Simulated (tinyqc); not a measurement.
Tunnelling through a gate dielectric, WKB transmission and Tsu-Esaki current: one step of the calculation.

Electrons leave the emitter at x = 0. Energies E (motion across the layers) are in eV from the emitter Fermi level; the collector Fermi level lies at -V and offers states at every E. No charge in the dielectric and no image force: F1 = V/t1, U = phi1 - F1 x. With C = hbar^2/(2 m0), kappa = sqrt(m (U - E)/C) where U > E and 0 elsewhere; T(E) = exp(-S), S = 2 times the integral of kappa over x.

Task. WKB exponent by the midpoint rule. Cut each layer into nc equal cells, take U and kappa at the cell centres, and sum S = 2 sum kappa h.

Parameters, values chosen for the exercise; dielectric values close to those of silicon dioxide: barrier of layer 1 above the emitter Fermi level at zero bias phi1 = 3.13 eV; tunnelling mass of layer 1 m1 = 0.48 m0; thickness of layer 1 t1 = 5.6 nm; voltage across the dielectric V = 4.3 V; energy of the electron followed E = -0.06 eV; cells in each layer nc = 7.

Constants: q = 1.602176634e-19 C, hbar = 1.054571817e-34 J s, m0 = 9.1093837015e-31 kg, hbar^2/(2 m0) = 0.0380998212 eV nm^2. Results are converted to the units shown.

Find: x; U; kappa; S; T(E).

Result.

| cell | x (nm) | U (eV) | kappa (1/nm) |
|---|---|---|---|
| 0 | 0.4000 | 2.8229 | 6.0266 |
| 1 | 1.2000 | 2.2086 | 5.3461 |
| 2 | 2.0000 | 1.5943 | 4.5652 |
| 3 | 2.8000 | 0.9800 | 3.6197 |
| 4 | 3.6000 | 0.3657 | 2.3159 |
| 5 | 4.4000 | -0.2486 | 0.0000 |
| 6 | 5.2000 | -0.8629 | 0.0000 |

S = 34.998
T(E) = 6.3200e-16

Program tinyqc, `OMP_NUM_THREADS=1 python tinyqc.py 2540037 2540038 out.jsonl`; Intel Xeon 2.30GHz, shared host, one thread, about 0.03 s.
